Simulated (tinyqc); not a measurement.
Inside a calculation. Model: thermal displacements in the Debye model: Debye-Waller factors, bond-length spread and the Lindemann rule. Computed by tinyqc, a small Python program that keeps every step. Command: `OMP_NUM_THREADS=1 python tinyqc.py 3008319 3008320 out.jsonl debyewaller walk`. One thread of a shared host (Intel(R) Xeon(R) Processor @ 2.30GHz), about 0.01 s of CPU time with the checks. Intermediate numbers are printed to about 6 digits and carried at full precision; extremes and crossings named in words are read from the listed rows.

A Debye spectrum with three branches of one velocity, cut at k_B Theta; 8 atoms per cube, nearest neighbours at d = 0.433013 a.

Inputs (values chosen for the exercise, modelled on silicon): atomic mass M = 28.09 u; Debye temperature Theta = 545 K; lattice constant a = 5.431 angstrom; temperature T = 450 K; Lindemann ratio x_L = 0.14; gamma-ray energy E = 35.5 keV; photoelectron wave number k = 12 1/angstrom.

Structure: diamond.

reflection (h k l): [3, 3, 1]

Constants: hbar^2/u = 4.18015928e-03 eV angstrom^2; k_B = 8.617333262e-05 eV/K; e = 1.602176634e-19 C; u = 1.6605390666e-27 kg; c = 299792458 m/s; hbar = 6.582119569e-16 eV s.

## Mean-square displacement

<u_x^2> = (3 hbar^2/(2 M k_B Theta)) int_0^1 s coth(s Theta/(2T)) ds (64 Gauss-Legendre points); it tends to 3 hbar^2/(4 M k_B Theta) at T = 0 and to 3 hbar^2 T/(M k_B Theta^2) at high T. B = 8 pi^2 <u_x^2>.

<u_x^2> = 0.00816412 angstrom^2

zero-point value = 0.00237647 angstrom^2

classical value = 0.00784890 angstrom^2

B factor = 0.644613 angstrom^2

The zero-point value is 29.1 % and the classical value 96.1 % of the full result; the two are limits, not parts that add.

## Loss of Bragg intensity

G = 2 pi sqrt(h^2 + k^2 + l^2)/a; the intensity is multiplied by exp(-2W), 2W = G^2 <u_x^2>; the loss goes into thermal diffuse scattering.

|G| = 5.04286 1/angstrom

2W = 0.207617

intensity factor exp(-2W) = 0.812518

## Recoil-free fraction

A nucleus of this mass is supposed to emit a gamma ray of the energy chosen: recoil energy E_R = E^2/(2 M c^2), wave number k_g = E/(hbar c), recoil-free fraction f = exp(-k_g^2 <u_x^2>).

recoil energy = 24.0821 meV

k_g = 17.9904 1/angstrom

recoil-free fraction f = 0.0711925

E_R is 0.51 k_B Theta.

## Spread of the bond length

Correlated Debye model: sigma^2 = (3 hbar^2/(M k_B Theta)) int_0^1 s coth(s Theta/(2T)) [1 - sin(s q_D R)/(s q_D R)] ds for two atoms at distance R, q_D = (6 pi^2 n)^(1/3), n atoms per volume; uncorrelated motion would give 2 <u_x^2>. An EXAFS amplitude is damped by exp(-2 k^2 sigma^2).

sigma^2 of the nearest bond = 0.00760336 angstrom^2

correlation 1 - sigma^2/(2 <u_x^2>) = 0.534343

EXAFS damping = 0.111943

Neighbours move partly together, which removes 53 % of the uncorrelated spread. Caution: in covalent crystals the stiff bond makes the true nearest-neighbour sigma^2 smaller than this model gives.

## Lindemann melting temperature

Melting is placed where sqrt(3 <u_x^2>) = x_L d; the classical form gives T_m = M k_B Theta^2 (x_L d)^2/(9 hbar^2).

Lindemann T_m = 2067.58 K

classical T_m = 2071.57 K

ratio sqrt(3 <u_x^2>)/d at T = 0.0665480

The rule is empirical: x_L is fitted within a family of like crystals, and T_m goes as its square.

## Displacements against temperature

The correlation is 1 - sigma^2/(2 <u_x^2>); exp(-2W) uses 2W = G^2 <u_x^2>.

Displacements (angstrom^2):
```
T (K)     <u_x^2>    classical  sigma^2 at d  sigma^2 at 2d  exp(-2W)
16     0.00238995  2.79072e-04    0.00310735     0.00473120  0.941033
54     0.00252994  9.41868e-04    0.00312753     0.00479443  0.937688
110    0.00299715   0.00191862    0.00334215     0.00528964  0.926613
190    0.00401660   0.00331398    0.00406730     0.00670001  0.902900
300    0.00569730   0.00523260    0.00545427     0.00922119  0.865122
440    0.00799666   0.00767448    0.00745558      0.0127669  0.815986
650     0.0115572    0.0113373     0.0106249      0.0183204  0.745348
980     0.0172396    0.0170932     0.0157374      0.0272312  0.645062
1200    0.0210501    0.0209304     0.0191796      0.0332187  0.585486
```

The classical line is within 5 % from T = 440 K (T/Theta = 0.81) on. The correlation of nearest neighbours grows from 0.35 to 0.54, since thermal motion weights long waves, which move neighbours together, more than zero-point motion does; at 2d it ends at 0.21. The reflection keeps 94 % of its intensity at the lowest T and 59 % at the highest.

Checks made by the program: high-temperature series <u^2> = classical x (1 + (Theta/T)^2/36) at T = 5 Theta (relative difference 4e-07).
